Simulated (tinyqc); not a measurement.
Holstein polaron on two sites: one step, computed by the program tinyqc.

One electron on sites 1 and 2: H = -t (c1+ c2 + c2+ c1) + hbar omega sum_i b_i+ b_i - g hbar omega sum_i n_i (b_i + b_i+). The symmetric phonon shifts the energy by -g^2 hbar omega/2 and drops out; with b = (b_1 - b_2)/sqrt(2) there remains H = -t sigma_x + hbar omega b+ b - (g hbar omega/sqrt(2)) sigma_z (b + b+). Parity splits it into blocks p = +1 and -1 over phonon numbers n. Zero-point energies are left out. Weights Z refer to mode b alone; the displaced symmetric mode multiplies the full zero-phonon weight by exp(-g^2/2).

Question. The even block in a small basis. Block p: H_nn = n hbar omega - p t (-1)^n - g^2 hbar omega/2, H_(n,n+1) = -(g hbar omega/sqrt(2)) sqrt(n + 1). Take p = +1 and n = 0..N-1.

Inputs (values chosen for the exercise, for a model dimer):
```
quantity                  value  unit
hopping t                    41   meV
phonon energy hbar omega   53.2   meV
coupling g                0.868     -
phonon levels kept N          6     -
```

Give: H, even block.

Answer.

H, even block (meV), lower triangle (symmetric):
```
       1      2      3      4      5      6
1  -61.0
2  -32.7   74.2
3    0.0  -46.2   45.4
4    0.0    0.0  -56.6  180.6
5    0.0    0.0    0.0  -65.3  151.8
6    0.0    0.0    0.0    0.0  -73.0  287.0
```
